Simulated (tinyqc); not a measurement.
## Punch-through p+-n junction, ionisation integral and breakdown: effect of the drift doping

A p+ layer at x < 0 and an n drift layer from x = 0 to L on an n+ substrate. Depletion approximation, built-in voltage neglected. Local ionisation coefficients alpha_n = an exp(-(bn/E)^mx), alpha_p = ap exp(-(bp/E)^mx). Electrons move towards +x, holes towards x = 0.

W = sqrt(2 eps0 eps_r V/(q N)), peak field E0 = q N W/(eps0 eps_r), falling linearly to 0 at W; if W > L the layer is punched through: W = L, E0 = V/L + q N L/(2 eps0 eps_r), falling linearly to E1 = V/L - q N L/(2 eps0 eps_r). G(x) = integral from 0 to x of (alpha_n - alpha_p); I_n = integral of alpha_n exp(-G) (electrons injected at x = 0), I_p = integral of alpha_p exp(G(end) - G) (holes injected at the far edge); M = 1/(1 - I). Integrals on a fine grid; BV is where I_n = 1. Specific on-resistance Ron = L/(q mu N) with constant mobility and full ionisation.

Inputs (values chosen for the exercise); material values close to those of germanium: relative permittivity eps_r = 16; prefactor of the electron ionisation coefficient an = 1.56e7 1/cm; field constant for electrons bn = 1.63e6 V/cm; prefactor of the hole ionisation coefficient ap = 9.41e6 1/cm; field constant for holes bp = 1.2e6 V/cm; exponent mx = 1; electron mobility of the drift layer mu = 3650 cm^2/(V s); thickness of the drift layer L = 0.18 um.

Constants: q = 1.602176634e-19 C, eps0 = 8.8541878128e-14 F/cm where lengths are in cm. Results are converted to the units shown.

Result of one run:
```
BV (V)  E0 at BV (kV/cm)  W at BV (um)  Ron (mohm cm^2)  BV^2/Ron (MW/cm^2)  eps0 eps_r mu E0^3/4 (MW/cm^2)
4.69                 269         0.180          0.00375                5.85                            25.1
```

Which donor density of the drift layer N gave this result: 8.2e15, 3e16, 5.8e16, 2.1e17 or 4.1e17 cm^-3?

N = 8.2e15 cm^-3.

The whole series:
```
N (cm^-3)  BV (V)  E0 at BV (kV/cm)  W at BV (um)  Ron (mohm cm^2)  BV^2/Ron (MW/cm^2)  eps0 eps_r mu E0^3/4 (MW/cm^2)
4.2e15       4.69               265         0.180          0.00733                3.00                            23.9
8.2e15       4.69               269         0.180          0.00375                5.85                            25.1
1.6e16       4.69               277         0.180          0.00192                11.4                            27.4
3e16         4.67               290         0.180          0.00103                21.3                            31.6
5.8e16       4.60               314         0.180          5.31e-4                39.8                            40.2
1.1e17       4.27               349         0.180          2.80e-4                65.0                            54.9
2.1e17       3.25               393         0.165          1.47e-4                72.0                            78.3
4.1e17       2.17               449        0.0968          7.51e-5                62.8                             117
```

BV falls from 4.69 to 2.17 V while the critical field rises from 265 to 449 kV/cm. BV goes as N^(0.00) between the first two rows and N^(-0.60) between the last two (a coefficient proportional to E^7 gives -0.75 without punch-through). BV^2/Ron goes from 3.00 through a maximum of 72.0 (at N = 2.1e17 among the rows listed) to 62.8 MW/cm^2; the layer is punched through at breakdown in 6 of the 8 rows. In every row the layer is under 0.5 um wide or BV under 16 V, so dead space, tunnelling and the built-in voltage, all left out, matter.

Program tinyqc, `OMP_NUM_THREADS=1 python tinyqc.py 2120125 2120126 out.jsonl`; Intel Xeon 2.30GHz, shared host, one thread, about 0.04 s.
